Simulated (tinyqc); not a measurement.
## Charge imbalance from the loss of breakdown voltage

Question. In a superjunction of pillar doping N and length Lp an imbalance dl lowers BV by q |dl| N Lp^2/(4 eps0 eps_r), as long as the field reaches through the pillar. Find |dl| and the net dose error |dl| N wp.

Inputs (values chosen for the exercise): relative permittivity of the semiconductor eps_r = 11.3; width of each pillar wp = 3 um.

Constants: q = 1.602176634e-19 C, eps0 = 8.8541878128e-14 F/cm where lengths are in cm. Results are converted to the units shown.

BV balanced and BV measured (V): [810, 584.08594]
N = 8.4928937e15 cm^-3
Lp = 36.824269 um

Solution. The loss is linear in |dl|; its sign cannot be told from BV.

|dl| = 4.90 %
dose error = 1.25e11 cm^-2

tinyqc, about 0.01 s, one thread, Intel Xeon 2.30GHz (shared host): `OMP_NUM_THREADS=1 python tinyqc.py 2590122 2590123 out.jsonl`
